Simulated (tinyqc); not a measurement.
Inductance and parasitic capacitance from two readings.

Problem. A loss-free coil L in parallel with C shows the apparent inductance L/(1 - w^2 L C), w = 2 pi f. Find L, C and the self-resonance 1/(2 pi sqrt(L C)).

apparent inductance at 3.9 and 6.4 GHz (nH): [3.4210292, 6.2439242]

Solution. The inverse of the reading is 1/L - w^2 C, a straight line in w^2.

L = 2.700 nH
C = 130.0 fF
self-resonance = 8.495 GHz

Numbers from tinyqc (`OMP_NUM_THREADS=1 python tinyqc.py 2302019 2302020 out.jsonl`; about 0.01 s on one thread of a shared Intel Xeon 2.30GHz).
